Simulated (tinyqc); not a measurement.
What moves the results: tunnelling through a thin dielectric with one trap, as a tight-binding chain. A value that a table varies takes the place of the one given here.

Hopping -t everywhere, t = c/(m a^2), c = hbar^2/2m0; lead sites at 2t (band bottom 0), barrier sites 1 to N at 2t + phi, and site j has U besides. No voltage. Leads give S = -t exp(ika) on sites 1 and N, cos(ka) = 1 - E/(2t). T = (2 t sin(ka))^2 |G_1N|^2, G = (E - H - S)^-1. In the barrier cosh(q a) = 1 + (phi - E)/(2t).

Resonance: the lowest eigenvalue of H + S(E), iterated until its real part equals E (40 rounds from Eb = phi + 2t - sqrt(4t^2 + U^2), the level in an endless barrier). With v the normalised squared amplitudes of that state, Gamma_L = 2 t sin(ka) v_1, Gamma_R = 2 t sin(ka) v_N; Breit-Wigner T = Gamma_L Gamma_R/((E - Er)^2 + (Gamma_L + Gamma_R)^2/4).

Constants: hbar^2/2m0 = 3.80998211 eV angstrom^2.

Parameters, chosen for this exercise (barrier and mass of the size used for HfO2 on silicon; not measured data): a = 3 angstrom (site spacing); m = 0.2 m0 (mass, the same in leads and barrier); phi = 1.51 eV (conduction edge of the barrier above that of the leads); N = 10 (barrier sites); j = 7 (site of the trap); U = -2.35 eV (extra energy on the trap site); E = 0.91 eV (electron energy).

## Transmission around the level

Er = 0.90783 eV

widths (meV): left 2.3725, right 56.704

Energies Er + x (Gamma_L + Gamma_R).

T:

| x | E (eV) | chain | Breit-Wigner | no trap |
|---|---|---|---|---|
| -8.0 | 0.4352 | 4.32e-05 | 0.000600 | 3.02e-06 |
| -3.0 | 0.7306 | 0.00161 | 0.00417 | 2.56e-05 |
| -1.0 | 0.8488 | 0.0227 | 0.0308 | 6.14e-05 |
| -0.5 | 0.8783 | 0.0660 | 0.0771 | 7.69e-05 |
| 0.0 | 0.9078 | 0.153 | 0.154 | 9.66e-05 |
| 0.5 | 0.9374 | 0.0924 | 0.0771 | 0.000122 |
| 1.0 | 0.9669 | 0.0441 | 0.0308 | 0.000154 |
| 3.0 | 1.0851 | 0.0118 | 0.00417 | 0.000409 |
| 8.0 | 1.3804 | 0.0105 | 0.000600 | 0.00772 |

At Er the chain gives 0.153, 1.59e+03 times the value without trap, and Breit-Wigner 0.154. In the wings the single pole gives 13.9 times the chain value at x = -8 and 0.057 times at x = 8, because the widths and the level shift change with energy.

## Where a trap does most harm

The trap is moved through the barrier. The area under the resonance, 2 pi Gamma_L Gamma_R/(Gamma_L + Gamma_R), sets the current through it.

Against position:

| j | Er (eV) | Gamma_L (meV) | Gamma_R (meV) | peak | area (meV) |
|---|---|---|---|---|---|
| 3 | 0.9135 | 173 | 0.887 | 0.0203 | 5.55 |
| 4 | 0.9078 | 56.7 | 2.37 | 0.154 | 14.3 |
| 5 | 0.9047 | 19.2 | 6.64 | 0.764 | 31.0 |
| 6 | 0.9047 | 6.64 | 19.2 | 0.764 | 31.0 |
| 7 | 0.9078 | 2.37 | 56.7 | 0.154 | 14.3 |
| 8 | 0.9135 | 0.887 | 173 | 0.0203 | 5.55 |

The area is largest at j = 5 and 6 (31.0 meV) and 5.59 times smaller at j = 3: the slower of the two steps limits the current, so traps in the middle carry most. Each site towards a lead multiplies its width by about 2.89, close to exp(2 q a) = 2.89 at Eb.

## Direct against trap-assisted paths

N odd, the trap in the middle, j = (N + 1)/2. Direct T is that without trap at the energy Er; area = 2 pi Gamma_L Gamma_R/(Gamma_L + Gamma_R). The exponents are the slopes of the logarithms between the last two rows, per angstrom.

Against thickness:

| N | N a (angstrom) | Er (eV) | direct T | area (meV) |
|---|---|---|---|---|
| 5 | 15.0 | 0.9061 | 0.0186 | 573 |
| 7 | 21.0 | 0.9112 | 0.00232 | 184 |
| 9 | 27.0 | 0.9060 | 0.000274 | 60.9 |
| 11 | 33.0 | 0.9032 | 3.23e-05 | 20.6 |
| 13 | 39.0 | 0.9021 | 3.85e-06 | 7.06 |
| 15 | 45.0 | 0.9017 | 4.60e-07 | 2.44 |
| 17 | 51.0 | 0.9015 | 5.52e-08 | 0.842 |

exponents (1/angstrom): direct 0.3536, through the trap 0.1770

The direct path falls as exp(-0.354 d) and the path through a central trap as exp(-0.177 d), 2.00 times more slowly, since each step crosses half the layer. From 5 to 17 sites the first loses 5.5 decades and the second 2.8: in thicker layers even few traps rule the leakage. Inelastic capture with phonons is left out.

## What each parameter does

Resonance and log10 T at E. Each row changes one parameter from the base and keeps the others.

Results:

| case | Er (eV) | Gamma_L (meV) | Gamma_R (meV) | log10 T |
|---|---|---|---|---|
| base | 0.9078 | 2.373 | 56.70 | -0.811 |
| m = 0.184 m0 | 0.9540 | 3.732 | 70.36 | -1.196 |
| phi = 1.61 eV | 1.0096 | 2.352 | 56.12 | -2.137 |
| N = 11 | 0.9042 | 2.292 | 19.08 | -0.512 |
| j = 6 | 0.9047 | 6.639 | 19.16 | -0.171 |
| U = -2.28 eV | 0.9431 | 2.713 | 59.34 | -1.182 |

The largest shifts from the base row, up to three for each result and ties (the steps differ in size, so this ranks the rows, not the parameters). Er (eV): phi +0.1018, m +0.0462, U +0.0352. Gamma_L (meV): j +4.27, m +1.36, U +0.340. Gamma_R (meV): N -37.6, j -37.5, m +13.7. log10 T: phi -1.326, j +0.640, m -0.385.

tinyqc: `OMP_NUM_THREADS=1 python tinyqc.py 1450208 1450209 out.jsonl`; about 0.06 s, one thread, shared Intel(R) Xeon(R) Processor @ 2.30GHz.
